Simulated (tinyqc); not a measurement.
## Reverse leakage of an n+-p junction: diffusion, generation, trap-assisted and band-to-band tunnelling: leakage components against the SRH lifetime of both carriers at zero field

One-sided abrupt junction in the depletion approximation, x from the junction (0) to W on the p side, field F = F0 (1 - x/W). Flat quasi-Fermi levels, long p side. Traps generate through SRH with both lifetimes shortened by 1 + Gamma (Hurkx enhancement, form for moderate fields); band-to-band generation is local and needs a total bending above Eg.

ni = sqrt(Nc Nv) exp(-Eg/(2 Vt)), Eg in volts; Vbi = Vt ln(Na Nd/ni^2); W = sqrt(2 eps0 eps_r (Vbi + VR)/(q Na)); F0 = 2 (Vbi + VR)/W; FG = sqrt(24 mt m0 (kB T)^3)/(q hbar); J_diff = q ni^2 sqrt(Dn/tau)(1 - exp(-VR/Vt))/Na. u = (Vbi + VR)(1 - x/W)^2, p = Na exp(-u/Vt), n = Nd exp((u - Vbi - VR)/Vt); G0 = ni^2 (1 - exp(-VR/Vt))/(tau (n + p + 2 ni cosh(Et/Vt))); Gamma = 2 sqrt(3 pi)(F/FG) exp((F/FG)^2); trap-assisted part G0 Gamma; G_bb = Ab F^2.5 exp(-Bb/F) with F in V/cm, zero unless Vbi + VR > Eg. Currents are q times the integrals over 0 to W; J_bb under 1e-8 of J is printed as 0; rows with F0/FG above 2.2, beyond the range of this Gamma, are left out.

Values chosen for this exercise; band and dielectric values close to those of silicon: temperature T = 358 K; band gap Eg = 1.14 eV; relative permittivity eps_r = 11.7; conduction-band density of states at T Nc = 3.65e19 cm^-3; valence-band density of states at T Nv = 3.52e19 cm^-3; acceptor density of the lighter side Na = 4.8e17 cm^-3; donor density of the heavier side Nd = 1e20 cm^-3; trap level above the intrinsic level Et = 0 eV; tunnelling mass mt = 0.24 m0; electron diffusion coefficient on the lighter side Dn = 29 cm^2/s; band-to-band prefactor Ab = 2.5e14 cm^-0.5 V^-2.5 s^-1; band-to-band field constant Bb = 1.96e7 V/cm; reverse bias VR = 2.6 V.

Constants: q = 1.602176634e-19 C, kB = 1.380649e-23 J/K, hbar = 1.054571817e-34 J s, m0 = 9.1093837015e-31 kg, Vt = kB T/q, eps0 = 8.8541878128e-14 F/cm where lengths are in cm. Results are converted to the units shown.

The same in every row: F0 (kV/cm) = 735; F0/FG = 1.56; J_bb (A/cm^2) = 1.55e-8.

Leakage components against the SRH lifetime of both carriers at zero field:
```
tau (s)	J_diff (A/cm^2)	J_SRH (A/cm^2)	J_TAT (A/cm^2)	J (A/cm^2)	largest part
1e-10	2.07e-8	0.00156	0.0340	0.0355	trap-assisted tunnelling
1e-9	6.53e-9	1.56e-4	0.00340	0.00355	trap-assisted tunnelling
1e-8	2.07e-9	1.56e-5	3.40e-4	3.55e-4	trap-assisted tunnelling
1e-7	6.53e-10	1.56e-6	3.40e-5	3.55e-5	trap-assisted tunnelling
1e-6	2.07e-10	1.56e-7	3.40e-6	3.57e-6	trap-assisted tunnelling
1e-5	6.53e-11	1.56e-8	3.40e-7	3.71e-7	trap-assisted tunnelling
0.0001	2.07e-11	1.56e-9	3.40e-8	5.11e-8	trap-assisted tunnelling
```

J falls from 0.0355 to 5.11e-8 A/cm^2. Trap-assisted tunnelling leads at tau = 1e-10 and in all other rows. J_SRH and J_TAT go as 1/tau and J_diff as tau^(-1/2); J_bb does not depend on it.

Range of the model: The n+ side is degenerate, so Vbi from Boltzmann statistics is only a guide.

tinyqc, about 0.01 s, one thread, Intel Xeon 2.30GHz (shared host): `OMP_NUM_THREADS=1 python tinyqc.py 2290027 2290028 out.jsonl`
